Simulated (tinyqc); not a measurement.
Changing the channel doping C_B: two-dimensional dopant profile at a mask edge: lateral junction, overlap and effective channel length. Computed by tinyqc, a small Python program. Command: `OMP_NUM_THREADS=1 python tinyqc.py 3026345 3026346 out.jsonl lateral sweep`. One thread of a shared host (Intel(R) Xeon(R) Processor @ 2.30GHz), about 0.01 s of CPU time with the checks.

Ions enter for y < 0; the mask (spacer, then gate) covers y > 0. x is the depth. The surface reflects dopant during the anneal.

Inputs (values chosen for the exercise, modelled on a source-drain extension in silicon): dose Q = 6.4e+14 1/cm^2; projected range R_p = 3.1 nm; vertical straggle = 1.5 nm; lateral straggle = 1.5 nm; anneal budget D t = 1e-15 cm^2; gate length L_g = 35 nm; offset spacer = 0.85 nm; oxide thickness = 2.1 nm.

Constants: eps_0 = 8.8541878128e-12 F/m.

Method:
- Widths s_x^2 = (vertical straggle)^2 + 2 D t, s_y^2 = (lateral straggle)^2 + 2 D t. C(x, y) = V(x) (1/2) erfc(y/(sqrt2 s_y)), V(x) = Q/(sqrt(2 pi) s_x) [exp(-(x - R_p)^2/(2 s_x^2)) + exp(-(x + R_p)^2/(2 s_x^2))]; 1 nm = 1e-7 cm.
- The vertical junction far from the mask solves V(x) = C_B.
- The lateral junction at depth x solves C = C_B: y_j(x) = sqrt2 s_y erfc^-1(2 C_B/V(x)). Overlap under the gate = y_j(0) - spacer; metallurgical channel L_met = L_g - 2 overlap (tails from the two sides are not added).
- Abruptness at y_j(0) in nm per decade = ln(10) s_y sqrt(pi/2) exp(u^2) erfc(u), u = y_j/(sqrt2 s_y). Overlap capacitance per width = 3.9 eps_0 overlap/t_ox (zero if there is no overlap).

One run for each value; columns: (1) channel doping C_B (1/cm^3); (2) lateral junction y_j(0) (nm); (3) vertical junction x_j (nm); (4) metallurgical channel L_met (nm); (5) lateral abruptness (nm/decade):
```
(1)         (2)    (3)    (4)    (5)
3.00e+16  5.987  10.41  24.73  0.888
6.80e+16  5.664  10.13  25.37  0.933
1.50e+17  5.335   9.85  26.03  0.983
3.40e+17  4.975   9.54  26.75  1.045
7.70e+17  4.591   9.23  27.52  1.119
1.70e+18  4.192   8.90  28.32  1.207
3.90e+18  3.736   8.54  29.23  1.325
8.90e+18  3.235   8.15  30.23  1.482
2.00e+19  2.678   7.74  31.34  1.700
```

Over the rows, lateral junction y_j(0) (nm) falls from 5.99 to 2.68 (exponent d ln y / d ln x -0.068 between the first rows and -0.23 between the last); vertical junction x_j (nm) falls from 10.4 to 7.74 (exponent d ln y / d ln x -0.033 between the first rows and -0.064 between the last); metallurgical channel L_met (nm) rises from 24.7 to 31.3 (exponent d ln y / d ln x 0.032 between the first rows and 0.045 between the last). A heavier channel (or halo) pushes both junctions back along the tails, where the profile is less steep on a logarithmic scale.

Caution (all rows): the peak exceeds usual solubilities, so part of the dose is inactive and diffusion is concentration dependent. Caution (all rows): the profile peaks below the surface, where the junction reaches further under the gate than y_j(0); the overlap given is the one at the surface.

Extremes, crossings and ranges named in words are read from the listed rows.
